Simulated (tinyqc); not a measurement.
The basis set: RHF and MP2 along a ladder of basis sets, for H3+, spin multiplicity 1. Computed by the program tinyqc with PySCF. Same geometry throughout; the dipole is taken about the origin.

Geometry (angstrom):
```
atom       x       y        z
H     0.0000  0.0000   0.0000
H     0.0000  0.0000   0.8430
H     0.0000  0.0000  -0.8430
```

RHF and frozen-core MP2 in a ladder of bases:
```
basis        functions  E(RHF) (hartree)  E(MP2 corr) (hartree)  HOMO (eV)  LUMO (eV)  dipole (debye)
sto-3g               3          -1.20546               -0.01948    -29.477     -8.780           0.000
3-21g                6          -1.21617               -0.02373    -29.315     -9.597           0.000
6-31g                6          -1.21885               -0.02401    -29.350     -9.653           0.000
cc-pvdz             15          -1.22186               -0.03393    -29.290     -9.638           0.000
aug-cc-pvdz         27          -1.22198               -0.03460    -29.291     -9.649           0.000
cc-pvtz             42          -1.22603               -0.03849    -29.327     -9.656           0.000
```

Estimate the missing row, basis = 6-31g**.

Computed row:
```
basis    functions  E(RHF) (hartree)  E(MP2 corr) (hartree)  HOMO (eV)  LUMO (eV)  dipole (debye)
6-31g**         15          -1.22272               -0.03394    -29.344     -9.659           0.000
```

From cc-pVDZ to cc-pVTZ the RHF energy falls by 4.2 mhartree and the correlation energy by 4.6. If valence correlation converges as X^-3, (27 E(T) - 8 E(D))/19 gives -0.0404 hartree, a rough estimate from such small X that usually falls short; STO-3G holds about 48 % of it. Beyond STO-3G the LUMO moves by 0.1 eV and the HOMO by 0.1 eV.
